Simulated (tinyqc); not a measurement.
CCSD on RHF in the sto-3g basis, for H4, spin multiplicity 1, step by step. One step of it, computed by the program tinyqc.

Task: Iteration 2 (converged): orbitals. Diagonalise F' = X^T F X, C = X C', fill 2 alpha and 2 beta electrons from the bottom; D = 2 C_occ C_occ^T. Each column has its largest component positive (the first on a tie).

converged F (hartree), lower triangle:
```
           1H 1s      2H 1s      3H 1s      4H 1s
1H 1s  -0.377976
2H 1s  -0.605350  -0.377976
3H 1s  -0.138205  -0.130234  -0.377976
4H 1s  -0.130234  -0.138205  -0.605350  -0.377976
```

X:
```
               1          2          3         4
1H 1s   0.912577   0.829842   0.424910  0.357865
2H 1s  -0.912577  -0.829842   0.424910  0.357865
3H 1s  -0.912577   0.829842  -0.424910  0.357865
4H 1s   0.912577  -0.829842  -0.424910  0.357865
```

Give: F' = X^T F X; orbital energies; coefficients C; D after iteration 2.

Result:

F' = X^T F X (hartree), lower triangle:
```
        1       2        3        4
1  0.7840
2  0.0000  0.6044
3  0.0000  0.0000  -0.5163
4  0.0000  0.0000   0.0000  -0.6412
```

orbital energies (hartree): MO1 -0.6412, MO2 -0.5163, MO3 0.6044, MO4 0.7840

coefficients C:
```
          MO1      MO2      MO3      MO4
1H 1s  0.3579   0.4249   0.8298   0.9126
2H 1s  0.3579   0.4249  -0.8298  -0.9126
3H 1s  0.3579  -0.4249   0.8298  -0.9126
4H 1s  0.3579  -0.4249  -0.8298   0.9126
```

D after iteration 2, lower triangle:
```
         1H 1s    2H 1s   3H 1s   4H 1s
1H 1s   0.6172
2H 1s   0.6172   0.6172
3H 1s  -0.1050  -0.1050  0.6172
4H 1s  -0.1050  -0.1050  0.6172  0.6172
```
